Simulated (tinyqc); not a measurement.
# Schottky diode by thermionic emission with image-force lowering and series resistance: current against voltage

Metal on an n-type semiconductor with one parabolic valley; V > 0 is forward bias (metal positive). I = I0 [exp(Vj/(n Vt)) - 1] with Vj = V - I Rs; I0 = S A* T^2 exp(-(phi - dphi)/Vt), the lowering dphi taken at zero bias.

A* = 4 pi q me m0 kB^2/h^3 (times 1e-4 for A/(cm^2 K^2)); Nc = 2 (2 pi me m0 kB T/h^2)^1.5 (times 1e-6 for cm^-3); xi = Vt ln(Nc/Nd), Vbi = phi - xi; surface field Em = sqrt(2 q Nd (Vbi - V - Vt)/(eps0 eps_r)); dphi = sqrt(q Em/(4 pi eps0 eps_r)). The apparent ideality is (dV/d ln I)/Vt.

Parameters, values chosen for the exercise; band and dielectric values those of a made-up semiconductor: temperature T = 250 K; electron mass me = 0.0787 m0; relative permittivity eps_r = 9.8; barrier height seen from the metal phi = 0.55 eV; donor density Nd = 2e16 cm^-3; area S = 0.0073 cm^2; ideality factor n = 1.03; series resistance Rs = 38 ohm.

Constants: q = 1.602176634e-19 C, kB = 1.380649e-23 J/K, h = 6.62607015e-34 J s, m0 = 9.1093837015e-31 kg, Vt = kB T/q, eps0 = 8.8541878128e-14 F/cm where lengths are in cm. Results are converted to the units shown.

Current against voltage:
```
V (V)      I (A)    Vj (V)  apparent ideality
0.05   1.1688e-6  0.049956            0.92364
0.12   2.9060e-5   0.11890             1.0764
0.2    4.8876e-4   0.18143             1.8918
0.27   0.0016283   0.20813             3.9020
0.35   0.0033179   0.22392             6.8823
0.42   0.0049289   0.23270             9.7240
0.49   0.0066005   0.23918             12.672
0.57   0.0085543   0.24494             16.119
0.64    0.010289   0.24903             19.178
0.72    0.012290   0.25298             22.708
```

I rises from 1.17e-6 to 0.0123 A, and the apparent ideality rises from 0.924 to 22.7, against n = 1.03. It starts below n because the -1 in the diode law still counts there. From V = 0.27 V on, I Rs exceeds n Vt and the resistance bends the curve.

Program tinyqc, `OMP_NUM_THREADS=1 python tinyqc.py 2640128 2640129 out.jsonl`; Intel Xeon 2.30GHz, shared host, one thread, about 0.01 s.
